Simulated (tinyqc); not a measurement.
What the shift does to the intrinsic density: temperature and isotope dependence of a band gap in oscillator models.

E(T) = E0 - sum_i sl_i th_i n_i(T), n = 1/(exp(th/T) - 1). The same coupling lowers the gap at 0 K by the zero-point term ZP = sum_i sl_i th_i/2, so the gap of the static lattice is E0 + ZP. Thermal expansion is taken as part of the slopes.

Constants: kB = 8.617333262e-05 eV/K; hbar^2/2m0 = 3.80998211 eV angstrom^2.

Values chosen for the exercise (near those of AlN; shifted at random, so the results belong to these values and not to a real crystal):
- E0 = 6.118 eV (gap at 0 K)
- th = (247, 921) K (temperatures of two oscillators)
- sl = (0.1454, 0.6197) meV/K (their high-temperature slopes)
- mm = 1.04 m0 (geometric mean of the density-of-states masses)

ni = 2 (mm kT/(4 pi c))^(3/2) exp(-E/2kT), c = hbar^2/2m0, with E(T) and with E0; 1 angstrom^-3 = 1e24 cm^-3. Apparent gap from an Arrhenius plot of ni/T^(3/2): E(T) - T dE/dT, dE/dT = -sum sl_i (th_i/T)^2 n_i (1 + n_i).

Results:
```
T (K)  E(T) (eV)  ni (cm^-3)  ni with E(T) / ni with E0  apparent gap (eV)
200       6.0975    2.17e-58                      1.812             6.1500
250       6.0820    1.01e-42                      2.307             6.1711
300       6.0621    3.20e-32                      2.947             6.1928
350       6.0387    1.12e-24                      3.723             6.2131
400       6.0125    5.44e-19                      4.617             6.2311
500       5.9543    5.62e-11                      6.685             6.2608
700       5.8239       0.103                     11.451             6.3009
```

Using E0 in place of E(T) understates ni by a factor that rises from 1.81 to 11.45, towards exp(sum sl/2kB) = 84.7. The slope of an Arrhenius plot returns neither E(T) nor E0 but the intercept of the tangent, 6.1928 eV at 300 K, which lies 75 meV above E0 and tends to the static gap 6.4213 eV.

Program tinyqc; command `OMP_NUM_THREADS=1 python tinyqc.py 1880319 1880320 out.jsonl`; about 0.01 s on one thread of a shared Intel(R) Xeon(R) Processor @ 2.30GHz.
